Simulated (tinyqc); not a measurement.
## On-chip interconnect, size-dependent resistivity and RC delay: course in time

A rectangular line between two neighbours and two ground planes. Surface and grain-boundary scattering are added to the bulk resistivity as corrections; capacitances are parallel-plate values without fringing; inductance is ignored.

4 equal pi sections: series Rs = r Lw/4; node capacitances c Lw/4, halved at nodes 0 and 4, with Cl added to node 4; Rd feeds node 0. Elmore delay of node k: the sum, over the resistors on the path to k, of resistance times all capacitance downstream of it.

A 1 V step is applied behind Rd at t = 0. C dv/dt = -G v + b, with G the conductance matrix of the ladder (1/Rs between neighbours, 1/Rd added at node 0) and b = (1 V/Rd, 0, ...). Trapezoidal step: (C/dt + G/2) v(new) = (C/dt - G/2) v + b. The last column solves the same ladder exactly by its modes.

Inputs (values chosen for the exercise): driver resistance Rd = 12000 ohm; time step dt = 140 ps.

Rs = 14474.9 ohm
C, node 0 to 4 (fF): [1.33327, 2.66653, 2.66653, 2.66653, 1.38627]

Voltages (V):

| t (ps) | node 0 | node 2 | node 4 | node 4, exact |
|---|---|---|---|---|
| 140.0 | 1.210 | 0.2972 | 0.1302 | 0.1678 |
| 280.0 | 0.551 | 0.5865 | 0.4213 | 0.4253 |
| 420.0 | 1.129 | 0.6698 | 0.6248 | 0.6077 |
| 560.0 | 0.756 | 0.8063 | 0.7300 | 0.7324 |
| 700.0 | 1.093 | 0.8521 | 0.8256 | 0.8174 |
| 840.0 | 0.859 | 0.9069 | 0.8774 | 0.8755 |
| 980.0 | 1.066 | 0.9349 | 0.9181 | 0.9150 |
| 1120 | 0.917 | 0.9547 | 0.9445 | 0.9420 |
| 1260 | 1.045 | 0.9719 | 0.9616 | 0.9605 |
| 1400 | 0.949 | 0.9776 | 0.9749 | 0.9730 |
| 1540 | 1.031 | 0.9882 | 0.9820 | 0.9816 |
| 1680 | 0.969 | 0.9888 | 0.9886 | 0.9874 |

The far end of the ladder reaches 0.5 V at 331.1 ps, 0.752 of its Elmore delay (ln 2 = 0.693 for a single pole); the slowest mode has a time constant of 366.1 ps. The largest error of the trapezoidal steps at that node is 38 mV. Node 0 swings up and down from step to step: the trapezoidal rule does not damp modes much faster than dt, so these swings are numerical.

Range of the model: The metal width is under the mean free path, where the thick-limit surface term and the simple sum of corrections lose accuracy.

Program tinyqc, `OMP_NUM_THREADS=1 python tinyqc.py 2100149 2100150 out.jsonl`; Intel Xeon 2.30GHz, shared host, one thread, about 0.01 s.
